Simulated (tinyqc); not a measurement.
Inside a calculation. Method: power iteration on a symmetric matrix. One step of it, computed by the program tinyqc.

Question. Step 1. w = (A - shift) v; v' = w/|w| with its largest component positive (the first on a tie); lambda = v'^T A v'.

A:
```
,1,2,3
1,0.692000,0.203000,0.222000
2,0.203000,1.022000,-0.238000
3,0.222000,-0.238000,1.459000
```

vector v at the start: 0.577350  0.577350  0.577350

shift = -0.360000

Give: vector after step 1; Rayleigh quotient after step 1.

Answer.

vector after step 1: 0.5487  0.5004  0.6698

Rayleigh quotient after step 1 = 1.2338
